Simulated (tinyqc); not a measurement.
Inside a calculation. Method: RKS/PBE0 in the sto-3g basis, for H3+, spin multiplicity 1. One step of it, computed by the program tinyqc.

Question. Iteration 2: building the Kohn-Sham matrix. J_ij = sum D_kl (ij|kl), K_ij = sum D_kl (ik|jl); F = H + J - 0.125 K + V_xc; E = tr D H + tr D J / 2 - 0.0625 tr D K + E_xc + E_nn.

D after iteration 1:
```
          1H 1s     2H 1s     3H 1s
1H 1s  0.437465  0.437342  0.493844
2H 1s  0.437342  0.437220  0.493706
3H 1s  0.493844  0.493706  0.557489
```

core Hamiltonian H = T + V (hartree):
```
           1H 1s      2H 1s      3H 1s
1H 1s  -1.106851  -0.355624  -0.296586
2H 1s  -0.355624  -1.106933  -0.296793
3H 1s  -0.296586  -0.296793  -1.083797
```

Two-electron integrals (ij|kl) in chemists' order, unique and non-zero (hartree):
```
(11|11) 0.774606   (21|11) 0.117610   (21|21) 0.028184   (22|11) 0.327771
(22|21) 0.117610   (22|22) 0.774606   (31|11) 0.094918   (31|21) 0.019002
(31|22) 0.065535   (31|31) 0.019141   (32|11) 0.065568   (32|21) 0.019014
(32|22) 0.094997   (32|31) 0.016072   (32|32) 0.019170   (33|11) 0.306097
(33|21) 0.074565   (33|22) 0.306175   (33|31) 0.094918   (33|32) 0.094997
(33|33) 0.774606
```

nuclear repulsion = 0.95079039 hartree

V_xc (hartree):
```
           1H 1s      2H 1s      3H 1s
1H 1s  -0.281125  -0.055260  -0.046637
2H 1s  -0.055260  -0.281104  -0.046672
3H 1s  -0.046637  -0.046672  -0.295231
```

E_xc = sum of w rho eps_xc = -0.43010702 hartree

Give: Coulomb J; exchange K; Kohn-Sham matrix F; total energy of this density.

Answer.

Coulomb J (hartree):
```
        1H 1s   2H 1s   3H 1s
1H 1s  0.9142  0.2066  0.1745
2H 1s  0.2066  0.9142  0.1746
3H 1s  0.1745  0.1746  0.9524
```

exchange K (hartree):
```
        1H 1s   2H 1s   3H 1s
1H 1s  0.5772  0.3510  0.3451
2H 1s  0.3510  0.5771  0.3452
3H 1s  0.3451  0.3452  0.6502
```

Kohn-Sham matrix F (hartree):
```
         1H 1s    2H 1s    3H 1s
1H 1s  -0.5460  -0.2481  -0.2119
2H 1s  -0.2481  -0.5460  -0.2120
3H 1s  -0.2119  -0.2120  -0.5079
```

total energy of this density = -1.136735 hartree
